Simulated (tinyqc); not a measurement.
Resistance of a tapered via with liner, size effect and interface: two steps of the calculation.

A round via whose diameter grows from db at the bottom as D(z) = db + 2 z/tan(ang). The fill, of diameter D - 2 tl, starts above the bottom liner (thickness fb tl) and has rho = rho0 (1 + ks lam/(D - 2 tl)); the sidewall liner conducts in parallel with it. The bottom liner and the interface are crossed over the full area pi db^2/4. Spreading in the lines above and below is left out.

Values chosen for this exercise; fill metal close to copper:
- db = 43 nm (diameter at the bottom)
- hv = 140 nm (height)
- ang = 88 degrees (sidewall angle)
- rho0 = 1.65 uohm cm (bulk resistivity of the fill)
- lam = 39 nm (mean free path of the fill)
- ks = 1.4 (size-effect factor)
- tl = 1.5 nm (liner on the sidewall)
- fb = 0.5 (liner at the bottom over that on the sidewall)
- rl = 230 uohm cm (resistivity of the liner)
- ri = 1.2e-12 ohm cm^2 (interface resistivity at the bottom)
- Sb = 1.1e15 S/m^2 (ballistic conductance per area, about 3/(4 rho0 lam))

Problem 1. Slices of the via. Slices between z0 = fb tl and hv, evaluated at their midpoints: conductance per length pi/4 [(D - 2 tl)^2/rho + (D^2 - (D - 2 tl)^2)/rl], slice resistance = slice height over that. 7 slices.

Wanted: z; D; rho; slice resistance.

Solution 1.

| slice | z (nm) | D (nm) | rho (uohm cm) | slice resistance (ohm) |
|---|---|---|---|---|
| 0 | 10.696 | 43.747 | 3.8610 | 0.58749 |
| 1 | 30.589 | 45.136 | 3.7881 | 0.53908 |
| 2 | 50.482 | 46.526 | 3.7198 | 0.49618 |
| 3 | 70.375 | 47.915 | 3.6558 | 0.45798 |
| 4 | 90.268 | 49.304 | 3.5956 | 0.42386 |
| 5 | 110.16 | 50.694 | 3.5389 | 0.39327 |
| 6 | 130.05 | 52.083 | 3.4855 | 0.36574 |

Problem 2. Total resistance. R_fill = sum of the slices; R_bottom = rl fb tl/(pi db^2/4); R_interface = ri/(pi db^2/4); ballistic (Sharvin) limit 1/(Sb pi (db - 2 tl)^2/4); ideal cylinder rho0 hv/(pi db^2/4).

| slice | slice resistance (ohm) |
|---|---|
| 0 | 0.58748695 |
| 1 | 0.53908258 |
| 2 | 0.49617509 |
| 3 | 0.45798499 |
| 4 | 0.42386363 |
| 5 | 0.39326806 |
| 6 | 0.36574130 |

Find: parts; R; shares; ballistic limit; ideal cylinder.

Solution 2.

parts (ohm): fill 3.264, bottom liner 1.188, interface 0.08263
R = 4.534 ohm
shares (%): fill 71.98, bottom liner 26.20, interface 1.82
ballistic limit = 0.7234 ohm
ideal cylinder = 1.591 ohm

The fill is the largest part, and R is 2.85 times the ideal cylinder. With 2000 slices R = 4.5353 ohm.

Program tinyqc, `OMP_NUM_THREADS=1 python tinyqc.py 2750103 2750104 out.jsonl`; Intel Xeon 2.30GHz, shared host, one thread, about 0.01 s.
